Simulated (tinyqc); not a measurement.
Input admittance of a MOSFET at zero drain bias: distributed channel and distributed gate: two steps of the calculation.

Source and drain grounded, strong inversion, w = 2 pi f, Cox = eps0 eox/tox. The channel is an RC line of resistance 1/(mu Cox Vo) per square fed from both ends, so one finger has the intrinsic admittance y = i w Cox L tanh(g)/g per width, g = (1/2) sqrt(i w tau), tau = L^2/(mu Vo). The vertical resistance rv/L is in series with y, the overlaps 2 i w Cov in parallel: y_t = 1/(1/y + rv/L) + 2 i w Cov. The gate strip is a line of Rsh/L per length loaded by y_t, so a finger has Y = y_t Wf tanh(k)/k, k = (Wf/sd) sqrt(y_t Rsh/L); the device has Nf Y.

Inputs (values chosen for the exercise); values of the order met in silicon radio-frequency transistors: relative permittivity of the gate insulator (close to aluminium oxide) eox = 8.74; insulator thickness tox = 11 nm; channel length L = 0.58 um; finger width Wf = 2.2 um; number of fingers Nf = 8; channel mobility mu = 200 cm^2/(V s); gate overdrive Vo = 0.21 V; sheet resistance of the gate Rsh = 3.5 ohm/square; vertical resistivity of the gate stack rv = 0 ohm um^2; number of ends at which a finger is contacted sd = 2; overlap and fringe capacitance on each side Cov = 0.36 fF/um; frequency f = 0.84 GHz.

Constants: eps0 = 8.8541878128e-14 F/cm where lengths are in cm. Results are converted to the units shown.

Problem 1. Low-frequency resistances and capacitance. Low-frequency limits, with c = Cox L and ct = c + 2 Cov: R_strip = Rsh Wf/(3 sd^2 L Nf), R_ch = (c/ct)^2 L/(12 mu Cox Vo Wf Nf), R_vert = (c/ct)^2 rv/(L Wf Nf), C = ct Wf Nf.

Give: parts; sum; C; 1/(2 pi R C).

Solution 1.

parts (ohm): strip 0.1383, channel 67.15, vertical 0
sum = 67.29 ohm
C = 84.49 fF
1/(2 pi R C) = 27.99 GHz

The channel term is the largest, 99.8 % of the sum.

Problem 2. Input impedance of the device. k and Y as defined; Z = 1/(Nf Y) = R + 1/(i w C); Q = |Im Z|/R; signal at the point farthest from a contact |1/cosh k|.

y_t = 0.757277+25.303542i uS/um

Find: k; Nf Y; R; C; Q; signal at the far point.

Solution 2.

k = (9.756+9.469i) x 1e-3
Nf Y = 0.0134+0.4453i mS
R = 67.28 ohm
C = 84.45 fF
Q = 33.35
signal at the far point = 1.000

Numbers from tinyqc (`OMP_NUM_THREADS=1 python tinyqc.py 2262093 2262094 out.jsonl`; about 0.01 s on one thread of a shared Intel Xeon 2.30GHz).
